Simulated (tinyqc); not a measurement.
Worked calculation: six-band k.p model of the valence band of a wurtzite crystal. Values are carried at full precision from step to step, so a last printed digit may differ when a step is redone from the rounded ones.

At k = 0: E1 = D1c + D2c + Te + Le (pure HH); E2, E3 = Le + u +/- sqrt(u^2 + 2 D3c^2), u = (D1c - D2c + Te)/2, D1c = Dcr, D2c = D3c = Dso/3. The weight of LH in state 2 is fL = (E2 - Le)^2/((E2 - Le)^2 + 2 D3c^2). Relative strengths of transitions to the conduction band: for E perpendicular to c (TE) 1/2, fL/2, (1 - fL)/2; for E along c (TM) 0, 1 - fL, fL, with one momentum element for both directions.

Constants: hc = 1239.841984 eV nm; hbar^2/2m0 = 3.80998211 eV angstrom^2.

Parameters, chosen for this exercise (of the order of those of hexagonal CdS; not measured data): Dcr = 0.0238 eV (crystal-field splitting); Dso = 0.0626 eV (spin-orbit splitting); e_par = -0.0134 (exx = eyy of a c-plane layer); D1 = -1.01 eV; D2 = 1.03 eV; D3 = 1.29 eV; D4 = -2.99 eV; C13 = 50 GPa; C33 = 94 GPa; Eg = 2.596 eV (direct gap at Gamma from the top of the unstrained valence band); a1 = -2.82 eV (gap potential along c); a2 = -4.61 eV (gap potential in the plane); A1 = -4.38; A2 = -0.39; A3 = 3.93; A4 = -1.91; A5 = -1.9; A6 = -2.65; kt = 0.054 1/angstrom (in-plane wave vector); kz = 0.041 1/angstrom (wave vector along c); kmax = 0.1 1/angstrom (end of the path).

## Edges without strain

Set Le = Te = 0.

E1, E2, E3 without strain (eV): 0.0447  0.0310  -0.0281

fL = 0.5248

edges from the top (eV): 0.0000  -0.0137  -0.0727

The top is state 1 (HH), TE light alone.

## Strain terms

Strain of a c-plane layer: exx = eyy = e_par, ezz = -2 (C13/C33) e_par; Le = D1 ezz + D2 (exx + eyy), Te = D3 ezz + D4 (exx + eyy).

Form ezz, Le and Te.

ezz = 0.014255
Le (strain shift of all three valence states) = -0.04200 eV
Te (further shift of HH and LH) = 0.09852 eV

## Edges and polarisation under strain

Use Le and Te.

E1, E2, E3 under strain (eV): 0.1012  0.0674  -0.0500

fL = 0.9322

Relative strengths:
```
state     TE     TM
1      0.500  0.000
2      0.466  0.068
3      0.034  0.932
```

The top is state 1 (HH), TE light alone; the next state lies 33.8 meV lower.

## Transition energies

Conduction edge: Ec = (top of the unstrained valence band) + Eg + (a1 + D1) ezz + (a2 + D2)(exx + eyy).

Ec minus each strained valence edge (state 1 is HH, states 2 and 3 are mixtures of LH and CH); wavelength hc/E of the lowest.

Ec = 2.6820 eV

transitions to states 1, 2, 3 (eV): 2.5808  2.6146  2.7320

wavelength = 480.4 nm

Strain moves the lowest transition by -15 meV. The deformation potentials of this set are rough, and this small net shift can differ from measurement even in sign.

## The block at one k

Block form of the six-band Hamiltonian (electron energies, z along c, kt the in-plane wave vector, c0 = hbar^2/2m0): H = [[F, K, -iW], [K, G, D - iW], [iW, D + iW, L]] in the basis HH, LH, CH; the other block is its conjugate and has the same levels. F = D1c + D2c + L + T, G = D1c - D2c + L + T, D = sqrt(2) D3c, with D1c = Dcr, D2c = D3c = Dso/3; L = c0 (A1 kz^2 + A2 kt^2) + Le, T = c0 (A3 kz^2 + A4 kt^2) + Te, K = c0 A5 kt^2, W = c0 A6 kt kz. The zero of energy is the CH state without spin-orbit coupling and strain; the term linear in k is left out.

Fill in the matrix.

H(k) (eV):
```
          HH              LH              CH
HH    0.0728         -0.0211         0.0224i
LH   -0.0211          0.0310  0.0295+0.0224i
CH  -0.0224i  0.0295-0.0224i         -0.0744
```

## Levels and weights

H is one of the two 3 x 3 blocks into which the six-band matrix falls, in the basis HH, LH, CH of the unmixed zone-centre states. Diagonalise it.

levels from the top (eV): 0.0836  0.0359  -0.0902

weights:
```
      top  second  third
HH  0.837   0.138  0.025
LH  0.147   0.758  0.095
CH  0.015   0.104  0.881
```

## Bands in the plane and along c

Six points from 0 to kmax each way.

Levels (eV):
```
|k| (1/angstrom)  top, in plane   second    third  top, along c  second, along c  third, along c
0.000                    0.1012   0.0674  -0.0500        0.1012           0.0674         -0.0500
0.020                    0.0979   0.0639  -0.0508        0.1005           0.0663         -0.0562
0.040                    0.0906   0.0509  -0.0533        0.0984           0.0633         -0.0753
0.060                    0.0835   0.0248  -0.0581        0.0950           0.0587         -0.1075
0.080                    0.0771  -0.0121  -0.0681        0.0902           0.0528         -0.1531
0.100                    0.0706  -0.0449  -0.0971        0.0840           0.0457         -0.2123
```

Along c the HH state has the mass -1/(A1 + A3) = 2.22 and the CH state -1/A1 = 0.228; in the plane, far from the edge, the masses tend to -1/(A2 + A4 - A5) = 2.50, -1/(A2 + A4 + A5) = 0.238 and -1/A2 = 2.56.

## Checks

- Closed-form edges against the diagonalisation at k = 0: they agree to 1e-10 or better.

Program tinyqc; command `OMP_NUM_THREADS=1 python tinyqc.py 1051166 1051167 out.jsonl`; about 0.01 s on one thread of a shared Intel(R) Xeon(R) Processor @ 2.30GHz.
